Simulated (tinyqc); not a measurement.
Inside a calculation. Method: Pariser-Parr-Pople SCF with singles CI, for the molecule FC=Cc1ccccc1 (SMILES; centres numbered as the heavy atoms are written). One step of it, computed by the program tinyqc.

Problem. Iteration 2: Fock matrix. F_rr = H_rr + P_rr gamma_rr / 2 + sum_(s != r) P_ss gamma_rs; F_rs = H_rs - P_rs gamma_rs / 2; E = tr P (H + F) / 2 + core repulsion sum_(r<s) z_r z_s gamma_rs.

P after iteration 1:
```
           1F         2C         3C         4C         5C         6C         7C         8C
1F   1.885164   0.334534  -0.278862  -0.042871   0.094589   0.009498  -0.079949   0.006947
2C   0.334534   1.014381   0.865363   0.020575  -0.226072  -0.007444   0.182145  -0.002599
3C  -0.278862   0.865363   1.067791   0.404255  -0.021672  -0.048427   0.018158  -0.041532
4C  -0.042871   0.020575   0.404255   0.941333   0.606236   0.018935  -0.307120   0.007078
5C   0.094589  -0.226072  -0.021672   0.606236   1.023398   0.683916  -0.027323  -0.319152
6C   0.009498  -0.007444  -0.048427   0.018935   0.683916   0.992863   0.655268  -0.006158
7C  -0.079949   0.182145   0.018158  -0.307120  -0.027323   0.655268   1.038407   0.657995
8C   0.006947  -0.002599  -0.041532   0.007078  -0.319152  -0.006158   0.657995   0.996672
9C   0.097431  -0.232931  -0.022272   0.607142   0.032557  -0.316140  -0.034980   0.680666

           9C
1F   0.097431
2C  -0.232931
3C  -0.022272
4C   0.607142
5C   0.032557
6C  -0.316140
7C  -0.034980
8C   0.680666
9C   1.039992
```

core matrix H (eV):
```
            1F          2C          3C          4C          5C          6C          7C          8C
1F  -70.499183   -1.950000    0.000000    0.000000    0.000000    0.000000    0.000000    0.000000
2C   -1.950000  -58.988363   -2.340000    0.000000    0.000000    0.000000    0.000000    0.000000
3C    0.000000   -2.340000  -58.700088   -2.340000    0.000000    0.000000    0.000000    0.000000
4C    0.000000    0.000000   -2.340000  -61.777785   -2.340000    0.000000    0.000000    0.000000
5C    0.000000    0.000000    0.000000   -2.340000  -56.277697   -2.340000    0.000000    0.000000
6C    0.000000    0.000000    0.000000    0.000000   -2.340000  -52.770701   -2.340000    0.000000
7C    0.000000    0.000000    0.000000    0.000000    0.000000   -2.340000  -52.046287   -2.340000
8C    0.000000    0.000000    0.000000    0.000000    0.000000    0.000000   -2.340000  -53.581390
9C    0.000000    0.000000    0.000000   -2.340000    0.000000    0.000000    0.000000   -2.340000

            9C
1F    0.000000
2C    0.000000
3C    0.000000
4C   -2.340000
5C    0.000000
6C    0.000000
7C    0.000000
8C   -2.340000
9C  -58.128934
```

repulsion gamma_rs (eV):
```
           1F         2C         3C         4C         5C         6C         7C         8C
1F  22.530000   8.748105   5.593053   3.785601   2.922714   2.336342   2.224140   2.541174
2C   8.748105  10.750000   7.432293   5.198598   3.655776   2.862264   2.757094   3.266483
3C   5.593053   7.432293  10.750000   7.430511   5.197022   3.655832   3.265797   3.655397
4C   3.785601   5.198598   7.430511  10.750000   7.430382   5.198134   4.638652   5.198263
5C   2.922714   3.655776   5.197022   7.430382  10.750000   7.433857   5.198263   4.639507
6C   2.336342   2.862264   3.655832   5.198134   7.433857  10.750000   7.431259   5.197847
7C   2.224140   2.757094   3.265797   4.638652   5.198263   7.431259  10.750000   7.430382
8C   2.541174   3.266483   3.655397   5.198263   4.639507   5.197847   7.430382  10.750000
9C   3.358055   4.639646   5.197131   7.432042   5.197461   4.638822   5.196559   7.431163

           9C
1F   3.358055
2C   4.639646
3C   5.197131
4C   7.432042
5C   5.197461
6C   4.638822
7C   5.196559
8C   7.431163
9C  10.750000
```

Centres (angstrom, eV; a flat drawing with bonds scaled to 1.40 angstrom):
```
centre          x          y  core charge z          W   gamma_rr
1F      -3.775000   0.057000              2  38.990000  22.530000
2C      -2.414000   0.386000              1  11.680000  10.750000
3C      -1.449000  -0.628000              1  11.680000  10.750000
4C      -0.088000  -0.298000              1  11.680000  10.750000
5C       0.878000  -1.312000              1  11.680000  10.750000
6C       2.238000  -0.983000              1  11.680000  10.750000
7C       2.634000   0.360000              1  11.680000  10.750000
8C       1.668000   1.374000              1  11.680000  10.750000
9C       0.307000   1.045000              1  11.680000  10.750000
```

Give: F; pi energy.

Solution.

F (eV):
```
         1F      2C      3C      4C      5C      6C      7C      8C
1F  -17.208  -3.413   0.780   0.081  -0.138  -0.011   0.089  -0.009
2C   -3.413  -6.688  -5.556  -0.053   0.413   0.011  -0.251   0.004
3C    0.780  -5.556  -6.495  -3.842   0.056   0.089  -0.030   0.076
4C    0.081  -0.053  -3.842  -5.882  -4.592  -0.049   0.712  -0.018
5C   -0.138   0.413   0.056  -4.592  -6.207  -4.882   0.071   0.740
6C   -0.011   0.011   0.089  -0.049  -4.882  -6.000  -4.775   0.016
7C    0.089  -0.251  -0.030   0.712   0.071  -4.775  -6.113  -4.785
8C   -0.009   0.004   0.076  -0.018   0.740   0.016  -4.785  -5.971
9C   -0.164   0.540   0.058  -4.596  -0.085   0.733   0.091  -4.869

        9C
1F  -0.164
2C   0.540
3C   0.058
4C  -4.596
5C  -0.085
6C   0.733
7C   0.091
8C  -4.869
9C  -6.229
```

pi energy = -166.164 eV
